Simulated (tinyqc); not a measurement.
Effective-mass impurity with a central-cell term, in a basis of Slater functions: one step, computed by the program tinyqc. Command: `OMP_NUM_THREADS=1 python tinyqc.py 3025363 3025364 out.jsonl centralcell walk`. One thread of a shared host (Intel(R) Xeon(R) Processor @ 2.30GHz), about 0.01 s of CPU time with the checks.

The envelope obeys H = -nabla^2 - (2/r) [Z + A exp(-kappa r)] in effective units, with kappa = a*/lambda; positive A deepens the well near the core.

Problem. Matrices over the s basis. zeta_i = zeta_1 beta^(i-1), i = 1..n. For s functions exp(-zeta r), with s = zeta_i + zeta_j: S = 2/s^3, T = zeta_i zeta_j S, V = -2 Z/s^2, W = -2 A/(s + kappa)^2; each function is normalised by dividing by sqrt(S_ii S_jj).

Inputs (values chosen for the exercise, with mass and screening modelled on ZnO):
```
quantity                  value  unit
charge Z of the core          1     -
central-cell strength A    0.83     -
basis size n                  4     -
smallest exponent zeta_1   0.53  1/a*
ratio beta of exponents     2.8     -
```

Impurity: donor, one isotropic band.

kappa = 6.804384 1/a*

Give: exponents; overlap S; kinetic T; Coulomb V; central cell W.

Solution.

exponents (1/a*): 0.53  1.484  4.1552  11.63456

overlap S, lower triangle (symmetric):
```
        1       2       3       4
1  1.0000
2  0.6831  1.0000
3  0.2542  0.6831  1.0000
4  0.0681  0.2542  0.6831  1.0000
```

kinetic T (Ry*), lower triangle (symmetric):
```
         1         2       3       4
1   0.2809
2  0.53726  2.202256
3  0.55985    4.2121  17.266
4  0.41963    4.3893  33.023  135.36
```

Coulomb V (Ry*), lower triangle (symmetric):
```
          1        2        3          4
1     -1.06
2   -1.3757   -2.968
3   -1.1911  -3.8521  -8.3104
4  -0.82782  -3.3350  -10.786  -23.26912
```

central cell W (Ry*), lower triangle (symmetric):
```
           1         2        3        4
1  -0.015983
2  -0.059560  -0.22723
3   -0.16438  -0.65662  -2.0852
4   -0.28257   -1.2002  -4.3721  -11.562
```
